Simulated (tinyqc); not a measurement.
Spectrum around the optical phonon: single-oscillator infrared dielectric function of a polar cubic crystal. Computed by tinyqc, a small Python program. Command: `OMP_NUM_THREADS=1 python tinyqc.py 3030014 3030015 out.jsonl infrared walk`. One thread of a shared host (Intel(R) Xeon(R) Processor @ 2.30GHz), about 0.01 s of CPU time with the checks.

One ion pair, charges +Z* and -Z*, in a cell of volume Omega = a^3/4. Frequencies omega are given as wavenumbers (1/cm); eps_s is the static dielectric constant.

Inputs (values chosen for the exercise, modelled on cubic silicon carbide):
```
quantity                value        unit
lattice constant a       4.36    angstrom
mass M_A               28.086           u
mass M_B               12.011           u
omega_TO                  787        1/cm
Born charge Z*           2.63           e
eps_inf                  6.54           -
phonon damping gamma      4.5        1/cm
carrier density N     4.3e+17      1/cm^3
carrier mass m*           0.3         m_0
carrier mobility           64  cm^2/(V s)
```

Structure: zinc blende. Free carriers: present.

Constants: nu for 1 eV/(angstrom^2 u) = 15.6333042 THz; 1 THz = 33.35640952 1/cm; e^2/(4 pi eps_0) = 14.39964548 eV angstrom; e = 1.602176634e-19 C; eps_0 = 8.8541878128e-12 F/m; m_0 = 9.1093837015e-31 kg; c = 299792458 m/s.

Method:
- mu = M_A M_B/(M_A + M_B); ionic plasma term W^2 = 4 pi Z*^2 (e^2/(4 pi eps_0))/(Omega mu) in eV/(angstrom^2 u), turned into 1/cm by W = 15.6333042 x 33.35640952 x sqrt(W^2); omega_LO^2 = omega_TO^2 + W^2/eps_inf; eps_s = eps_inf + W^2/omega_TO^2; Szigeti charge 3 Z*/(eps_inf + 2); longitudinal (Callen) charge Z*/eps_inf.
- omega_p^2 = N e^2/(eps_0 eps_inf m*), gamma_p = e/(m* x mobility), both divided by 2 pi c (c in cm/s) to give 1/cm. m* is held constant, though in narrow-gap crystals it rises with N at high doping.
- eps(omega) = eps_inf + W^2/(omega_TO^2 - omega^2 - i gamma omega) - eps_inf omega_p^2/(omega^2 + i gamma_p omega); n + i k = sqrt(eps) with k >= 0; R = |(n + i k - 1)/(n + i k + 1)|^2 at normal incidence from vacuum.
- The loss function is Im(-1/eps).

omega_LO = 958.074 1/cm

W = 1397.30 1/cm

omega_p = 140.209 1/cm

gamma_p = 486.317 1/cm

Spectrum:
```
omega (1/cm)    Re eps     Im eps         R  Im(-1/eps)
394             10.418    0.42116   0.27791   0.0038738
669             17.713    0.33569   0.37954   0.0010696
763             58.424     4.9034   0.59161   0.0014265
787             6.3898     551.39   0.88597   0.0018133
830            -21.598     1.5854   0.97035   0.0033805
873            -7.2547    0.44778   0.96060   0.0084756
924            -1.9046    0.20976   0.90106    0.057136
958           -0.11314    0.15105   0.50707      4.2409
977            0.60767    0.13013  0.016797     0.33696
1020            1.8026   0.098554  0.021682    0.030240
1100            3.1457   0.066997  0.077852   0.0067676
1440            5.1418   0.024778   0.15049  9.3719e-04
2400            6.1388  0.0051424   0.18054  1.3646e-04
```

What does the comparison show, and why?

R peaks among these rows at 830 per cm with 0.97 and is lowest, 0.017, at 977; far above omega_LO it tends to ((sqrt(eps_inf) - 1)/(sqrt(eps_inf) + 1))^2 = 0.192. Im eps is largest at 787 and the loss function at 958: absorption marks the TO mode and the loss function the LO mode. Re eps is negative in some rows, where R averages 0.83. Caution: gamma_p is not small against omega_p, so the plasmon is strongly damped and a plasmon-like coupled mode marks no sharp feature.

Extremes, crossings and ranges named in words are read from the listed rows.
